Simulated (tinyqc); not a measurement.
On-chip power grid, static voltage drop by conjugate gradients: two steps of the calculation.

A grid of 4 rows and 4 columns, node k = 4 row + column. Neighbours in a row are joined by Rx, in a column by Ry; pad nodes, which reach the supply through Rp: 0, 12. Each node draws I0, node 9 draws kh I0. The drops u = Vdd - V solve G u = i, with G the conductance matrix (1/Rp added on the diagonal at pad nodes).

Inputs (values chosen for the exercise): supply voltage Vdd = 1 V; resistance of a horizontal segment Rx = 1.2 ohm; resistance of a vertical segment Ry = 0.11 ohm; resistance from a pad node to the supply Rp = 0.096 ohm; load current of an ordinary node I0 = 1.6 mA; factor on the load at the hot node kh = 5.

Problem 1. Conjugate-gradient step. q = G p; a = (r.r)/(p.q); u(new) = u + a p; r(new) = r - a q; b = (r.r)(new)/(r.r); p(new) = r(new) + b p.

u at the start (mV):

|  | col 0 | col 1 | col 2 | col 3 |
|---|---|---|---|---|
| row 0 | 0 | 0 | 0 | 0 |
| row 1 | 0 | 0 | 0 | 0 |
| row 2 | 0 | 0 | 0 | 0 |
| row 3 | 0 | 0 | 0 | 0 |

r at the start (mA):

|  | col 0 | col 1 | col 2 | col 3 |
|---|---|---|---|---|
| row 0 | 1.6 | 1.6 | 1.6 | 1.6 |
| row 1 | 1.6 | 1.6 | 1.6 | 1.6 |
| row 2 | 1.6 | 8 | 1.6 | 1.6 |
| row 3 | 1.6 | 1.6 | 1.6 | 1.6 |

p at the start (mA):

|  | col 0 | col 1 | col 2 | col 3 |
|---|---|---|---|---|
| row 0 | 1.6 | 1.6 | 1.6 | 1.6 |
| row 1 | 1.6 | 1.6 | 1.6 | 1.6 |
| row 2 | 1.6 | 8 | 1.6 | 1.6 |
| row 3 | 1.6 | 1.6 | 1.6 | 1.6 |

Wanted: q; a; u after iteration 1; r after iteration 1; b; p after iteration 1.

Solution 1.

q (mA S):

|  | col 0 | col 1 | col 2 | col 3 |
|---|---|---|---|---|
| row 0 | 16.67 | 0.00 | 0.00 | 0.00 |
| row 1 | 0.00 | -58.18 | 0.00 | 0.00 |
| row 2 | -5.33 | 127.03 | -5.33 | 0.00 |
| row 3 | 16.67 | -58.18 | 0.00 | 0.00 |

a = 0.11820 ohm

u after iteration 1 (mV):

|  | col 0 | col 1 | col 2 | col 3 |
|---|---|---|---|---|
| row 0 | 0.18912 | 0.18912 | 0.18912 | 0.18912 |
| row 1 | 0.18912 | 0.18912 | 0.18912 | 0.18912 |
| row 2 | 0.18912 | 0.94560 | 0.18912 | 0.18912 |
| row 3 | 0.18912 | 0.18912 | 0.18912 | 0.18912 |

r after iteration 1 (mA):

|  | col 0 | col 1 | col 2 | col 3 |
|---|---|---|---|---|
| row 0 | -0.3700 | 1.6000 | 1.6000 | 1.6000 |
| row 1 | 1.6000 | 8.4771 | 1.6000 | 1.6000 |
| row 2 | 2.2304 | -7.0150 | 2.2304 | 1.6000 |
| row 3 | -0.3700 | 8.4771 | 1.6000 | 1.6000 |

b = 2.2089

p after iteration 1 (mA):

|  | col 0 | col 1 | col 2 | col 3 |
|---|---|---|---|---|
| row 0 | 3.164 | 5.134 | 5.134 | 5.134 |
| row 1 | 5.134 | 12.011 | 5.134 | 5.134 |
| row 2 | 5.765 | 10.657 | 5.765 | 5.134 |
| row 3 | 3.164 | 12.011 | 5.134 | 5.134 |

Problem 2. Worst drop, pad currents and power lost. Pad current u/Rp; worst drop as a share of Vdd; power lost in the grid and pads sum_k i_k u_k; power delivered sum_k i_k (Vdd - u_k).

converged u (mV):

|  | col 0 | col 1 | col 2 | col 3 |
|---|---|---|---|---|
| row 0 | 1.527382 | 9.411678 | 13.457741 | 15.398170 |
| row 1 | 2.378780 | 9.587515 | 13.474757 | 15.400043 |
| row 2 | 2.393378 | 9.891824 | 13.495619 | 15.402400 |
| row 3 | 1.544618 | 9.673142 | 13.496041 | 15.403545 |

Find: worst drop; share of Vdd; pad currents; power lost; power delivered.

Solution 2.

worst drop = 15.404 mV
share of Vdd = 1.5404 %
pad currents (mA): node 0 15.910, node 12 16.090
power lost = 0.32241 mW
power delivered = 31.678 mW

The pad currents add up to the total load, 32.00 mA. The worst drop is at node 15, not at the hot node.

Program tinyqc, `OMP_NUM_THREADS=1 python tinyqc.py 2770198 2770199 out.jsonl`; Intel Xeon 2.30GHz, shared host, one thread, about 0.1 s.
